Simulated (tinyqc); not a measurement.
# Tunnelling through a two-layer gate stack, WKB transmission and Tsu-Esaki current: what changes with what

Electrons leave the emitter at x = 0. Energies E (motion across the layers) are in eV from the emitter Fermi level; the collector Fermi level lies at -V and offers states at every E. No charge in the dielectric and no image force: F1 = V/(t1 + t2 eps1/eps2), F2 = F1 eps1/eps2; U = phi1 - F1 x in layer 1 and phi2 - F1 t1 - F2 (x - t1) in layer 2. With C = hbar^2/(2 m0), kappa = sqrt(m (U - E)/C) where U > E and 0 elsewhere; T(E) = exp(-S), S = 2 times the integral of kappa over x.

Inputs (values chosen for the exercise); layer 1 close to silicon dioxide, layer 2 close to hafnium oxide: temperature T = 350 K; Fermi energy of the emitter above its band bottom Ef = 0.26 eV; emitter mass in the supply function me = 1 m0; barrier of layer 1 above the emitter Fermi level at zero bias phi1 = 3.04 eV; tunnelling mass of layer 1 m1 = 0.48 m0; thickness of layer 1 t1 = 0.6 nm; relative permittivity of layer 1 eps1 = 4.07; barrier of layer 2 at zero bias phi2 = 1.57 eV; tunnelling mass of layer 2 m2 = 0.21 m0; thickness of layer 2 t2 = 2.9 nm; relative permittivity of layer 2 eps2 = 23; voltage across the dielectric V = 0.7 V.

Constants: q = 1.602176634e-19 C, kB = 1.380649e-23 J/K, hbar = 1.054571817e-34 J s, m0 = 9.1093837015e-31 kg, Vt = kB T/q, hbar^2/(2 m0) = 0.0380998212 eV nm^2. Results are converted to the units shown.

Each table varies one quantity; the others keep the values above.

## Effect of the tunnelling mass m2

Each layer adds (2/F) sqrt(m/C) [G(u at its left edge) - G(u at its right edge)] to S, with u = U - E (0 where negative) and G(u) = (2/3) u^1.5. J = J0 times the integral of T(E) N(E) dE, N = ln[(1 + exp(-E/Vt))/(1 + exp((-E - V)/Vt))], J0 = q^2 me m0 kB T/(2 pi^2 hbar^3) (times 1e-4 for A/cm^2 per eV), from E = -Ef to far above the barrier (T = 1 there), by quadrature converged to the digits shown.

Effect of the tunnelling mass m2:
```
m2 (m0)  S at E = 0   T(E = 0)  J (A/cm^2)  mean E of the current (eV)
0.12          17.63   2.197e-8       5.037                     -0.1309
0.15          18.87   6.404e-9       1.363                     -0.1270
0.2           20.67   1.052e-9      0.2017                     -0.1211
0.25          22.26  2.143e-10     0.03762                     -0.1157
0.31          23.98  3.869e-11    0.006209                     -0.1097
0.4           26.26  3.952e-12    5.667e-4                     -0.1014
0.5           28.51  4.164e-13    5.391e-5                    -0.09288
0.63          31.12  3.058e-14    3.558e-6                    -0.08245
```

What does the table show?

J falls from 5.04 to 3.56e-6 A/cm^2. S goes as m2^(0.34): only one of the two layers feels this mass, so the power is below 0.5. In every row a layer is thinner than 0.8 nm, a few atomic planes, where an effective mass is a rough description.

## Effect of the thickness t1 at fixed voltage

Same model as above.

Effect of the thickness t1 at fixed voltage:
```
t1 (nm)  S at E = 0   T(E = 0)  J (A/cm^2)  mean E of the current (eV)
0.4           18.87   6.397e-9       1.281                     -0.1236
0.51          20.03   1.991e-9      0.3851                     -0.1216
0.63          21.33  5.443e-10      0.1015                     -0.1194
0.74          22.54  1.632e-10     0.02948                     -0.1175
0.86          23.86  4.327e-11    0.007559                     -0.1154
0.97          25.09  1.270e-11    0.002153                     -0.1134
1.09          26.44  3.306e-12    5.432e-4                     -0.1113
1.2           27.67  9.573e-13    1.529e-4                     -0.1094
```

What does the comparison show?

J falls from 1.28 to 1.53e-4 A/cm^2: 4.75 decades a nanometre between the first two rows and 5.00 between the last two. The exponent S alone gives dS/dt/ln 10 = 4.61 and 4.89. In 4 of the 8 rows a layer is thinner than 0.8 nm, a few atomic planes, where an effective mass is a rough description.

## Effect of the barrier height

Same model as above.

Effect of the barrier height:
```
phi1 (eV)  S at E = 0   T(E = 0)  J (A/cm^2)  mean E of the current (eV)
1.5             18.69   7.656e-9       1.348                     -0.1159
1.79            19.20   4.581e-9      0.8224                     -0.1171
2.07            19.65   2.913e-9      0.5304                     -0.1180
2.36            20.09   1.886e-9      0.3476                     -0.1187
2.64            20.48   1.273e-9      0.2369                     -0.1193
2.93            20.87  8.676e-10      0.1628                     -0.1198
3.21            21.22  6.104e-10      0.1154                     -0.1202
3.5             21.56  4.313e-10     0.08202                     -0.1206
```

What does the comparison show?

J falls from 1.35 to 0.0820 A/cm^2, on average 0.608 decades for each eV, while S rises from 18.7 to 21.6. In every row a layer is thinner than 0.8 nm, a few atomic planes, where an effective mass is a rough description.

tinyqc, about 0.05 s, one thread, Intel Xeon 2.30GHz (shared host): `OMP_NUM_THREADS=1 python tinyqc.py 2540125 2540126 out.jsonl`
